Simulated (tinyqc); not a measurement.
Growth mode over temperature: epitaxial growth on a vicinal surface: Burton-Cabrera-Frank step flow, step-edge barrier and island nucleation. Computed by tinyqc, a small Python program. Command: `OMP_NUM_THREADS=1 python tinyqc.py 3014304 3014305 out.jsonl stepflow walk`. One thread of a shared host (Intel(R) Xeon(R) Processor @ 2.30GHz), about 0.01 s of CPU time with the checks.

Adatoms land at rate F, hop on a square grid (a simplification for hexagonal faces), desorb, or join steps. Lengths are in units of a and n is the adatom coverage. Steps ascend at x = 0 and descend at x = l.

Inputs (values chosen for the exercise, close to those used for GaAs(001)):
```
quantity                     value      unit
site spacing a                   4  angstrom
step height h                 2.83  angstrom
diffusion barrier E_d          1.2        eV
desorption energy E_a         2.59        eV
adatom formation energy E_f  0.838        eV
step-edge barrier E_s         0.25        eV
attempt frequency nu            10       THz
deposition rate F            0.054  layers/s
miscut angle                     8   degrees
temperature T                  570         C
critical nucleus size i          1         -
```

Constants: k_B = 8.617333262e-05 eV/K.

Method:
- D = nu exp(-E_d/(k_B T)) (a^2/s, nu counted per direction); tau = exp(E_a/(k_B T))/nu; x_s = sqrt(D tau); n_eq = exp(-E_f/(k_B T)); terrace width l = h/(a tan(miscut)); Schwoebel length l_s = exp(E_s/(k_B T)) - 1.
- D n'' - n/tau + F = 0 with n(0) = n_eq and -l_s n'(l) = n(l) - n_eq. With u = n - F tau, A = n_eq - F tau, y = l/x_s, s = l_s/x_s: u = A cosh(x/x_s) + B sinh(x/x_s), B = A (1 - cosh y - s sinh y)/(sinh y + s cosh y). Flux into the ascending step J+ = D B/x_s, over the descending one J- = -(D/x_s)(A sinh y + B cosh y); step velocity J+ + J-; growth rate (J+ + J-)/l. For small y: J+ + J- = (F - n_eq/tau) l, J-/J+ = l/(l + 2 l_s).
- Island density on a flat surface without desorption: N = 0.25 (F/D)^(i/(i+2)) exp(E_i/((i+2) k_B T)) per site, with E_i = 0 for i = 1; spacing l_n = N^(-1/2). Step flow needs an effective width l_eff = 2 x(peak) below l_n.
- Temperatures in kelvin are T(C) + 273.15.
- x(peak) solves tanh(x/x_s) = -B/A. Rows where evaporation outweighs deposition are left out.

Scales:
```
T (C)     x_s (a)  l_s (a)  incorporated share  l_n (a)  l_eff/l_n
370    2.7931e+05   89.996             1.00000   12.934    0.75779
420    1.1304e+05   64.722             1.00000   16.780    0.57836
470    5.1670e+04   48.592             1.00000   21.020    0.45650
520    2.6069e+04   37.773             1.00000   25.594    0.37025
570    1.4264e+04   30.213             1.00000   30.444    0.30710
620    8.3498e+03   24.744             0.99999   35.516    0.25952
670    5.1734e+03   20.672             0.99991   40.762    0.22282
720    3.3636e+03   17.562             0.99925   46.138    0.19391
770    2.2791e+03   15.137             0.99492   51.606    0.17075
```

The ratio stays below 1: step flow in every row. Incorporation goes from 100.0 % to 99.5 %.

Extremes, crossings and ranges named in words are read from the listed rows.
